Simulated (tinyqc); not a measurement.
# Hexagonal on-chip spiral inductor, lumped pi model: what changes with what

Outer diameter do = di + 2 n wd + 2 (n - 1) sp, mean da = (do + di)/2, fill p = (do - di)/(do + di), length l = 3.464 n da. L = 2.33 mu0 n^2 da/(1 + 3.82 p), mu0 = 4 pi 1e-7 H/m. Rs = rho l/(wd delta (1 - exp(-th/delta))), delta = sqrt(rho/(pi f mu0)). Cs = n wd^2 eps0 eo/hu across the coil. At each end Cox = l wd eps0 eo/(2 ho) leads to the substrate branch Rsi = 2 rs he/(l wd) in parallel with Csi = l wd eps0 11.7/(2 he). With one end grounded Y = 1/(Rs + i w L) + i w Cs + 1/[1/(i w Cox) + 1/(1/Rsi + i w Csi)], w = 2 pi f; Q = -Im Y/Re Y. Eddy currents in neighbouring turns and in the substrate are left out.

Inputs (values chosen for the exercise); values of the order met in silicon radio-frequency processes:
```
symbol,value,unit,meaning
n,1.5,,number of turns
wd,6,um,line width
sp,3,um,space between turns
di,100,um,inner diameter
th,3,um,metal thickness
rho,1.9,uohm cm,metal resistivity
ho,9,um,oxide below the coil
hu,1.1,um,oxide between coil and underpass
eo,3.9,,relative permittivity of the oxide
rs,10,ohm cm,substrate resistivity
he,50,um,effective spreading depth in the substrate
f,1.8,GHz,frequency
```

Constants: eps0 = 8.8541878128e-12 F/m. Results are converted to the units shown.

Each table varies one quantity; the others keep the values above.

## Quality factor against frequency

Apparent inductance Im(1/Y)/w; share of the loss Re(substrate branch)/Re Y.

Result of one run:

| f (GHz) | Rs (ohm) | w L/Rs | Q | apparent inductance (nH) | loss in the substrate (%) |
|---|---|---|---|---|---|
| 13 | 3.010 | 14.49 | 13.21 | 0.5426 | 7.301 |

What becomes of these results when the frequency f is changed from 13 to 3 GHz, all else the same?

Result of the changed run:

| f (GHz) | Rs (ohm) | w L/Rs | Q | apparent inductance (nH) | loss in the substrate (%) |
|---|---|---|---|---|---|
| 3 | 1.584 | 6.357 | 6.333 | 0.5348 | 0.2250 |

The whole series:

| f (GHz) | Rs (ohm) | w L/Rs | Q | apparent inductance (nH) | loss in the substrate (%) |
|---|---|---|---|---|---|
| 1.8 | 1.323 | 4.565 | 4.561 | 0.5343 | 0.04214 |
| 3 | 1.584 | 6.357 | 6.333 | 0.5348 | 0.2250 |
| 4.8 | 1.911 | 8.428 | 8.327 | 0.5356 | 0.8772 |
| 7.9 | 2.380 | 11.14 | 10.74 | 0.5376 | 2.867 |
| 13 | 3.010 | 14.49 | 13.21 | 0.5426 | 7.301 |
| 21 | 3.805 | 18.52 | 15.09 | 0.5555 | 15.14 |
| 35 | 4.905 | 23.95 | 15.29 | 0.5962 | 28.56 |
| 56 | 6.202 | 30.30 | 12.18 | 0.7258 | 45.07 |
| 92 | 7.949 | 38.84 | 3.985 | 1.791 | 63.46 |

Q goes from 4.56 through a maximum of 15.3 (at f = 35 GHz among the rows listed) to 3.98; the exact peak is 15.5 at 28.5 GHz and Q reaches zero at the self-resonance, 109 GHz. The share of the substrate rises from 0.0421 to 63.5 %, and the apparent inductance ends at 3.35 times L. At the peak the substrate takes 22.5 % of the loss. For f = 56, 92 the coil is longer than 0.15 of a wavelength in the oxide, where one lumped section is rough.

## Effect of the oxide below the coil

Same model as above.

Peak Q and its frequency from a search over f; self-resonance where Im Y = 0; Q at the given f (negative beyond resonance).

The same in every row: L (nH) = 0.5341; do (um) = 121.0.

Results:

| ho (um) | peak Q | f of the peak (GHz) | self-resonance (GHz) | Q at f |
|---|---|---|---|---|
| 1 | 12.59 | 20.26 | 96.72 | 4.527 |
| 2 | 13.00 | 21.38 | 98.46 | 4.540 |
| 5 | 14.17 | 24.57 | 103.2 | 4.556 |
| 7 | 14.89 | 26.60 | 106.0 | 4.559 |
| 10 | 15.86 | 29.48 | 109.7 | 4.561 |
| 15 | 17.25 | 33.83 | 115.0 | 4.563 |

Estimate the missing row, ho = 3 um.

Computed row:

| ho (um) | peak Q | f of the peak (GHz) | self-resonance (GHz) | Q at f |
|---|---|---|---|---|
| 3 | 13.41 | 22.46 | 100.1 | 4.548 |

With this row back in the table: As ho goes from 1 to 15, L stays at 0.534 nH, the peak Q rises from 12.6 to 17.2, its frequency rises from 20.3 to 33.8 GHz and the self-resonance rises from 96.7 to 115 GHz.

Computed by the program tinyqc: `OMP_NUM_THREADS=1 python tinyqc.py 2302057 2302058 out.jsonl`, one thread of a shared Intel Xeon 2.30GHz, about 0.01 s for the whole run.
